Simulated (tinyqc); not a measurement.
# MOSFET in the linear regime without short-channel effects, parameter extraction from computed curves, step by step

Program tinyqc, `OMP_NUM_THREADS=1 python tinyqc.py 2210003 2210004 out.jsonl`; Intel Xeon 2.30GHz, shared host, one thread, about 0.01 s. Printed values are rounded.

Inversion charge Q = Cox n Vt W0(exp((Vg - VT)/(n Vt))), W0 the Lambert function and n = nf; u = Q/Cox; mobility mu = mu0/(1 + th1 u + th2 u^2); channel resistance Rch = (L - dL)/(W mu Q); Id = Vd/(Rch + Rsd/W). Cox = eps0 eox/tox. Small Vd, no channel-length or drain effects.

Values chosen for this exercise; channel values of the order met in silicon transistors:
```
symbol,value,unit,meaning
T,300,K,temperature
eox,8.89,,relative permittivity of the gate insulator (close to aluminium oxide)
tox,3.4,nm,insulator thickness
mu0,310,cm^2/(V s),low-field mobility
th1,0.28,1/V,first mobility attenuation factor
th2,0.23,1/V^2,second mobility attenuation factor
VT,0.36,V,threshold voltage
nf,1.24,,body factor
W,0.5,um,gate width
L,0.09,um,drawn gate length
dL,0.002,um,drawn less effective length
Rsd,220,ohm um,source plus drain resistance
Vd,0.025,V,drain voltage
```

Constants: q = 1.602176634e-19 C, kB = 1.380649e-23 J/K, Vt = kB T/q, eps0 = 8.8541878128e-14 F/cm where lengths are in cm. Results are converted to the units shown.

## Transfer curve

Vg, point 0 to 9 (V): 0.16  0.26  0.36  0.46  0.56  0.66  0.76  0.86  0.96  1.06

u, mu, Rch and Id as defined.

```
point	u (V)	mu (cm^2/(V s))	Rch (ohm)	Id (uA)
0	6.24470e-5	309.995	3.92713e6	0.00636526
1	0.00135752	309.882	1.80717e5	0.138002
2	0.0181806	308.407	13558.4	1.78592
3	0.0734304	303.386	3412.48	6.48933
4	0.150439	295.991	1707.27	11.6427
5	0.236004	287.332	1121.08	16.0145
6	0.325680	277.881	840.024	19.5309
7	0.417702	267.914	679.326	22.3349
8	0.511226	257.635	577.197	24.5773
9	0.605785	247.204	507.653	26.3810
```

## Threshold and mobility at the peak transconductance

gm_i = (Id_(i+1) - Id_(i-1))/(Vg_(i+1) - Vg_(i-1)); at the point j of largest gm the tangent meets the axis at V_ext = Vg_j - Id_j/gm_j; field-effect mobility gm_j L/(W Cox Vd) with the drawn L.

gm, point 1 to 8 (uS): 8.89776  31.7566  49.2839  47.6260  39.4410  31.6018  25.2323  20.2305
j = 3
V_ext = 0.328328 V
field-effect mobility = 153.273 cm^2/(V s)

V_ext is 32 mV below the model VT, and the mobility so found is 52 % below mu0 L/(L - dL) = 317 cm^2/(V s), the value for the drawn L; attenuation, series resistance and the slow approach of Q to a straight line all lower the peak gm.

## The Y function

Y_i = Id_i/sqrt(gm_i). For Id = beta Vd x/(1 + th x), x = Vg - VT, Y = sqrt(beta Vd) x whatever th. Slope s from points 5 and 8; VT_Y = Vg - Y/s at point 8; beta = s^2/Vd; mobility beta L/(W Cox) with the drawn L; th* = (beta Vd x/Id - 1)/x at point 8.

Y, point 1 to 8 (uA^0.5 V^0.5): 0.0462641  0.316916  0.924373  1.68706  2.55000  3.47429  4.44637  5.46426
s = 9.71421 uA^0.5 V^-0.5
VT_Y = 0.397498 V
beta = 3774.64 uA/V^2
mobility from Y = 293.478 cm^2/(V s)
th* = 2.06178 1/V

The mobility from Y is 7.4 % below mu0 L/(L - dL) = 317 cm^2/(V s), which it should reach in deep inversion when th2 = 0. th* compares with th1 + mu0 Cox Rsd/(L - dL) = 2.07 1/V, since series resistance enters like th1.
